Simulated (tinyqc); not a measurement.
Formation energy of a charged point defect from supercell energies: one step, computed by the program tinyqc.

The host is a compound AB. Making the defect adds n_A = 0, n_B = -1 atoms to the cell. All total energies are inputs. E_F is counted from the valence-band maximum (VBM); x = 0 is A-rich and x = 1 B-rich growth.

Question. Concentrations at the given E_F and T. E_f(q, E_F) = E_f(q, 0) + q E_F. c_q = N_s exp(-E_f(q, E_F)/k_B T), with all degeneracy factors one and no vibrational entropy.

Inputs (values chosen for the exercise, for a model compound AB): Fermi level E_F = 3.44 eV; temperature T = 1200 K; site density N_s = 3e+22 cm^-3.

Defect: vacancy of B. Supercell lattice: bcc.

charge states q: 0  -1  -2

E_f(q, 0) (eV): (q=0) 3.45800, (q=-1) 5.59141, (q=-2) 11.10145

Constants: k_B = 8.617333262e-05 eV/K.

Give: Charge states; lowest formation energy; total concentration; mean charge.

Answer.

Charge states:
```
q   E_f (eV)  c_q (cm^-3)      share
0      3.458    8.998e+07  3.255e-06
-1     2.151    2.764e+13  1.000e+00
-2     4.221    5.595e+04  2.024e-09
```

lowest formation energy = 2.151 eV

total concentration = 2.764e+13 cm^-3

mean charge = -1.0000 e

State -1 holds 100.0 % of the defects.
